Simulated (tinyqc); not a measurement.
# Hot electrons in a saturated n-channel MOSFET, lucky-electron model: effects of single changes

Beyond pinch-off the lateral field grows as Esat cosh(y/l) over the velocity-saturated region (pseudo-two-dimensional model). Impact ionisation in this region gives the substrate current, which biases the body forward through Rsub. Currents are per width. Local-field laws: they overstate ionisation when the field peak is narrower than an energy relaxation length.

Values chosen for this exercise; values close to those of silicon n-channel devices:
```
symbol  value        unit                                   meaning
L         0.5          um                            channel length
tox        12          nm                           oxide thickness
xj        170          nm                            junction depth
VT       0.65           V                                 threshold
mu        260  cm^2/(V s)                        effective mobility
vs      8.2e6        cm/s                       saturation velocity
Ai        2e6        1/cm                      ionisation prefactor
Bi       1.78       MV/cm                          ionisation field
Rd        200      ohm um     resistance of the lightly doped drain
Rsub     2300      ohm um                      substrate resistance
kb       0.27              fall of VT per volt of forward body bias
m           3                                     lifetime exponent
Hl      48000     s uA/um                         lifetime constant
Vd        3.8           V                             drain voltage
Vg        1.6           V                              gate voltage
```

Constants: eps0 = 8.8541878128e-14 F/cm where lengths are in cm. Results are converted to the units shown.

Each table varies one quantity; the others keep the values above.

## Effect of the resistance of the lightly doped drain

Cox = 3.9 eps0/tox, l = sqrt(3 tox xj), Esat = 2 vs/mu. Overdrive g = Vg - VT + kb Vb; Vdsat = g Esat L/(g + Esat L); Id = Cox vs (g - Vdsat); dV = Vd - Id Rd - Vdsat; Em = sqrt((dV/l)^2 + Esat^2); Isub = Id (Ai/Bi) l Em exp(-Bi/Em). Vb = Rsub Isub is solved self-consistently. Lifetime tau = (Hl/Id)(Isub/Id)^(-m); 1 year = 3.15576e7 s.

Result of one run:
```
Rd (ohm um)  Id (uA/um)  Em (MV/cm)  Isub (uA/um)   Isub/Id  tau (years)
800              52.007     0.39212        1.9143  0.036808      0.58646
```

What becomes of these results when the resistance of the lightly doped drain Rd is changed from 800 to 150 ohm um, all else the same?

Result of the changed run:
```
Rd (ohm um)  Id (uA/um)  Em (MV/cm)  Isub (uA/um)   Isub/Id  tau (years)
150              52.014     0.39638        2.0321  0.039068      0.49039
```

The whole series:
```
Rd (ohm um)  Id (uA/um)  Em (MV/cm)  Isub (uA/um)   Isub/Id  tau (years)
0                52.016     0.39736        2.0600  0.039603      0.47078
150              52.014     0.39638        2.0321  0.039068      0.49039
300              52.013     0.39539        2.0045  0.038539      0.51090
500              52.010     0.39408        1.9681  0.037840      0.53975
800              52.007     0.39212        1.9143  0.036808      0.58646
1200             52.003     0.38950        1.8442  0.035463      0.65584
1600             51.999     0.38688        1.7758  0.034151      0.73442
```

As Rd goes from 0 to 1600 ohm um, Em falls from 0.397 to 0.387 MV/cm, Isub falls from 2.06 to 1.78 uA/um and tau rises from 0.471 to 0.734 years. From the first row to the last, log10(tau) changes by 0.19: 0.19 from (Isub/Id)^(-m), which holds Em and l, and under 0.005 from 1/Id. The price is 0.0832 V dropped over Rd in the last row.

## Effect of the oxide thickness

Same model as above.

Effect of the oxide thickness:
```
tox (nm)  Id (uA/um)  Em (MV/cm)  Isub (uA/um)   Isub/Id  tau (years)
6.7            94.12      0.5251         10.94    0.1162      0.01029
8.3            75.55      0.4734         6.088   0.08058      0.03848
10             62.53      0.4326         3.543   0.05667       0.1337
13             47.99      0.3810         1.565   0.03262       0.9130
16             38.95      0.3448        0.7804   0.02003        4.855
19             32.79      0.3175        0.4232   0.01291        21.57
24             25.95      0.2841        0.1742  0.006713        193.7
```

What does the table show?

As tox goes from 6.7 to 24 nm, Em falls from 0.525 to 0.284 MV/cm, Isub falls from 10.9 to 0.174 uA/um and tau rises from 0.0103 to 194 years. From the first row to the last, log10(tau) changes by 4.3: 3.7 from (Isub/Id)^(-m), which holds Em and l, and 0.56 from 1/Id. At tox = 6.7 nm Isub/Id passes 0.1, where multiplication of the secondary carriers, left out here, counts.

## Effect of the junction depth

Same model as above.

Effect of the junction depth:
```
xj (nm)  Id (uA/um)  Em (MV/cm)  Isub (uA/um)   Isub/Id  tau (years)
68            52.51      0.6208         10.30    0.1962     0.003835
92            52.28      0.5349         6.489    0.1241      0.01521
130           52.10      0.4515         3.507   0.06731      0.09574
170           52.01      0.3961         2.023   0.03889       0.4971
230           51.95      0.3421        0.9985   0.01922        4.124
310           51.92      0.2964        0.4502  0.008672        44.92
420           51.90      0.2567        0.1792  0.003452        712.2
```

As xj goes from 68 to 420 nm, Em falls from 0.621 to 0.257 MV/cm, Isub falls from 10.3 to 0.179 uA/um and tau rises from 0.00383 to 712 years. From the first row to the last, log10(tau) changes by 5.3: 5.3 from (Isub/Id)^(-m), which holds Em and l, and 0.0051 from 1/Id. For xj = 68 to 92 nm Isub/Id passes 0.1, where multiplication of the secondary carriers, left out here, counts.

tinyqc, about 0.01 s, one thread, Intel Xeon 2.30GHz (shared host): `OMP_NUM_THREADS=1 python tinyqc.py 2550161 2550162 out.jsonl`
